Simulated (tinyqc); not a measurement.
Adding salt: a particle near a wafer in liquid: double-layer and van der Waals forces (DLVO), deposition barrier and removal. Computed by tinyqc, a small Python program. Command: `OMP_NUM_THREADS=1 python tinyqc.py 3111870 3111871 out.jsonl dlvo walk`. One thread of a shared host (Intel(R) Xeon(R) Processor @ 2.30GHz), about 0.01 s of CPU time with the checks.

Sphere and flat wall, Derjaguin approximation, constant potentials in the linear-superposition form, no retardation and no hydration force.

Inputs (values chosen for the exercise, of the order of those for polymer latex on silicon in water):
```
quantity                             value   unit
particle radius R                       98     nm
Hamaker constant A                 1.3e-20      J
potential of the particle psi_1        -38     mV
potential of the wafer psi_2           -17     mV
salt concentration c                  0.19  mol/L
valence z of the symmetric salt          1      -
temperature T                          298      K
dielectric constant of the liquid     78.4      -
```

Constants: e = 1.602176634e-19 C; N_A = 6.02214076e+23 1/mol; eps_0 = 8.8541878128e-12 F/m; k_B = 1.380649e-23 J/K; k_B = 8.617333262e-05 eV/K.

Method:
- kappa^2 = 2 z^2 e^2 N_A (1000 c)/(eps eps_0 k_B T); gamma_i = tanh(z e psi_i/(4 k_B T)); Z = 64 pi eps eps_0 (k_B T/(z e))^2 gamma_1 gamma_2.
- The barrier height is zero when U = 0 and F = 0 together: kappa h = 1 and kappa = 6 Z/(e A), e = 2.718282 here; c follows from kappa^2, with the potentials held fixed.
- U(h) = Z R exp(-kappa h) - A R/(6 h); F(h) = -dU/dh = kappa Z R exp(-kappa h) - A R/(6 h^2), positive for repulsion.
- F = 0 reads x^2 exp(-x) = y with x = kappa h and y = A kappa/(6 Z); the left side peaks at x = 2 with 4/e^2 = 0.5413, so roots exist for smaller y: x < 2 is the barrier, x > 2 the secondary minimum.
- kappa scales as sqrt(c); potentials are held fixed. A dash marks rows without a maximum.

critical concentration = 0.0760183 mol/L

kappa = 1.43415 1/nm

Z = 5.34274 pN

Against the concentration:
```
c (mol/L)  Debye length (nm)  barrier at (nm)  barrier (k_B T)  minimum at (nm)  minimum (k_B T)
7.60e-06              110.25           6.8991           112.06       1.1314e+03      -4.1170e-02
7.60e-05               34.86           3.9810           100.56       3.0696e+02      -1.4903e-01
7.60e-04               11.02           2.3525            80.87       8.0154e+01      -5.5530e-01
3.80e-03                4.93           1.6760            59.79       3.0183e+01      -1.4305e+00
1.52e-02                2.47           1.3021            35.41       1.2423e+01      -3.3298e+00
3.80e-02                1.56           1.1497            15.99       6.5985e+00      -5.9731e+00
6.84e-02                1.16           1.1038             2.47       4.2218e+00      -8.8593e+00
1.14e-01                0.90           1.1348            -9.40       2.6859e+00      -1.2775e+01
2.28e-01                0.64                -                -                -                -
```

What follows from these numbers?

At low salt the barrier tends to Z R = 127 k_B T; it is half of that between 7.6e-4 and 0.0038 mol/L and changes sign at 0.076 mol/L, while the secondary minimum deepens to -8.9 k_B T at 0.9 of that.

Extremes, crossings and ranges named in words are read from the listed rows.
